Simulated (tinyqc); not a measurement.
Surface photovoltage measurement of the minority-carrier diffusion length in a wafer: one step, computed by the program tinyqc. Command: `OMP_NUM_THREADS=1 python tinyqc.py 3130390 3130391 out.jsonl spv walk`. One thread of a shared host (Intel(R) Xeon(R) Processor @ 2.30GHz), about 0.01 s of CPU time with the checks.

Low injection, steady light, a depletion layer much thinner than 1/alpha and L. The excess density dn is taken at the front edge of the neutral region; light that reaches the back is lost.

Problem. One wavelength. alpha = (84.732/lambda - 76.417)^2 per cm with lambda in micrometre (an empirical fit for silicon between 0.7 and 1.05 micrometre). Thick wafer: dn = Phi L/((S_f + D/L)(L + 1/alpha)). Finite wafer, with s = S_b L/D, w = W/L, a = alpha L: dn = [Phi a/(a^2 - 1)] [a - B - exp(-alpha W)(a - s)/(cosh w + s sinh w)]/(S_f + B D/L), B = (sinh w + s cosh w)/(cosh w + s sinh w). Photovoltage V = (k_B T/e) ln(1 + dn/n_0). Lifetime = L^2/D.

Inputs (values chosen for the exercise, modelled on p-type silicon at room temperature):
```
quantity                                             value        unit
diffusion length L                                     460  micrometre
wafer thickness W                                      775  micrometre
diffusivity D                                         27.9      cm^2/s
front recombination velocity S_f                       100        cm/s
back recombination velocity S_b                       9900        cm/s
photon flux entering                               1.7e+11  1/(cm^2 s)
minority density at the surface barrier scale n_0  4.4e+10      1/cm^3
temperature T                                          298           K
wavelength                                             943          nm
```

Constants: k_B = 8.617333262e-05 eV/K.

Give: alpha; penetration depth 1/alpha; dn, thick wafer; B; dn, finite wafer; photovoltage V; lifetime.

Solution.

alpha = 180.5 1/cm

penetration depth 1/alpha = 55.39 micrometre

dn, thick wafer = 2.148e+08 1/cm^3

B = 1.063

dn, finite wafer = 2.020e+08 1/cm^3

photovoltage V = 0.1176 mV

lifetime = 75.84 microsecond
